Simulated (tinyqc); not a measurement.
# Channels and transmission from two resistances

Question. In a quantum Hall bar with M edge channels and a constriction of summed transmission Tc, the Hall resistance is R(2,6) = (h/q^2)/M and the longitudinal one across the constriction R(2,3) = (h/q^2)(1/Tc - 1/M). Find M and Tc.

Constants: q = 1.602176634e-19 C, h = 6.62607015e-34 J s. Results are converted to the units shown.

R(2,3) = 4.3021346 kohm
R(2,6) = 4.3021346 kohm

Solution. M = (h/q^2)/R(2,6), and the sum of the two resistances is (h/q^2)/Tc.

M = 6
Tc = 3.000

tinyqc, about 0.01 s, one thread, Intel Xeon 2.30GHz (shared host): `OMP_NUM_THREADS=1 python tinyqc.py 2700133 2700134 out.jsonl`
